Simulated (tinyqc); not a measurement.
Holstein polaron on two sites: one step, computed by the program tinyqc.

One electron on sites 1 and 2: H = -t (c1+ c2 + c2+ c1) + hbar omega sum_i b_i+ b_i - g hbar omega sum_i n_i (b_i + b_i+). The symmetric phonon shifts the energy by -g^2 hbar omega/2 and drops out; with b = (b_1 - b_2)/sqrt(2) there remains H = -t sigma_x + hbar omega b+ b - (g hbar omega/sqrt(2)) sigma_z (b + b+). Parity splits it into blocks p = +1 and -1 over phonon numbers n. Zero-point energies are left out. Weights Z refer to mode b alone; the displaced symmetric mode multiplies the full zero-phonon weight by exp(-g^2/2).

Task: The even block in a small basis. Block p: H_nn = n hbar omega - p t (-1)^n - g^2 hbar omega/2, H_(n,n+1) = -(g hbar omega/sqrt(2)) sqrt(n + 1). Take p = +1 and n = 0..N-1.

Inputs (values chosen for the exercise, for a model dimer):

| quantity | value | unit |
|---|---|---|
| hopping t | 20 | meV |
| phonon energy hbar omega | 111 | meV |
| coupling g | 0.439 | - |
| phonon levels kept N | 4 | - |

Give: H, even block.

Result:

H, even block (meV):
```
       1      2      3      4
1  -30.7  -34.5    0.0    0.0
2  -34.5  120.3  -48.7    0.0
3    0.0  -48.7  191.3  -59.7
4    0.0    0.0  -59.7  342.3
```
